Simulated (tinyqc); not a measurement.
# From shift without recovery dV0 back to oxide field F

Model: bias-temperature instability from a Gaussian distribution of capture and emission barriers. Computed by tinyqc, a small Python program. Command: `OMP_NUM_THREADS=1 python tinyqc.py 3005713 3005714 out.jsonl bti inv`. One thread of a shared host (Intel(R) Xeon(R) Processor @ 2.30GHz), about 0.04 s of CPU time with the checks.

Each trap has a capture time tau_0 exp(E_c/(k_B T)) under stress and an emission time tau_0 exp(E_e/(k_B T)) after it. E_c is Gaussian, and E_e = E_c + d with d Gaussian and independent. A trap counts as filled once t_s exceeds its capture time and as emptied once t_r exceeds its emission time.

Inputs (values chosen for the exercise, for a model p-channel transistor):
```
quantity                                 value        unit
shift with all traps filled V_max          350          mV
mean capture barrier at zero field mu_c   1.71          eV
spread of capture barriers sigma_c        0.26          eV
lowering of mu_c per field k_F           0.041  eV/(MV/cm)
time constant tau_0                      5e-10           s
temperature T                              125           C
stress time t_s                            400           s
```

Constants: k_B = 8.617333262e-05 eV/K.

Method:
- Demarcation energies E_s = k_B T ln(t_s/tau_0), E_r = k_B T ln(t_r/tau_0); mean barrier mu = mu_c - k_F F; z = (E_s - mu)/sigma_c; Phi is the standard normal distribution.
- Temperatures in kelvin are T(C) + 273.15.
- Shift without recovery dV0 = V_max Phi(z); local time exponent n = d ln dV0/d ln t_s = (k_B T/sigma_c) exp(-z^2/2)/(sqrt(2 pi) Phi(z)); apparent activation energy n E_s.

Question. A run gave the result below. Find the oxide field F, known to lie between 4.2 and 12 MV/cm.

shift without recovery dV0 = 9.105502 mV

Answer.

Each step takes the trial c = (a f_b - b f_a)/(f_b - f_a), f being the result less the target and a, b, c the logarithms of the listed values; c replaces end b, the old b replaces a if the sign of f changed, and otherwise f_a is halved.

Scan of the range:
```
oxide field F (MV/cm)  shift without recovery dV0 (mV)
4.20                                            3.7749
5.00                                            5.2289
5.96                                            7.5866
7.10                                           11.4958
8.46                                           18.1886
10.10                                          30.0095
12.00                                          49.9788
```

False position (Illinois rule, in the logarithm of the input) inside the bracket:
```
step    end a    end b    trial  shift without recovery dV0 (mV)
1     5.96000  7.10000  6.37940                          8.86932
2     7.10000  6.37940  6.44109                          9.07251
3     7.10000  6.44109  6.45797                          9.12877
4     6.44109  6.45797  6.45098                          9.10545
5     6.45797  6.45098  6.45100                          9.10550
6     6.45797  6.45100  6.45100                          9.10550
7     6.45100  6.45100  6.45100                          9.10550
```

Shift without recovery dV0 rises at every point of a 13-point scan of the range (every second point is shown), so one value fits; it is bracketed by 5.96 and 7.10. Answer: oxide field F = 6.451 MV/cm.
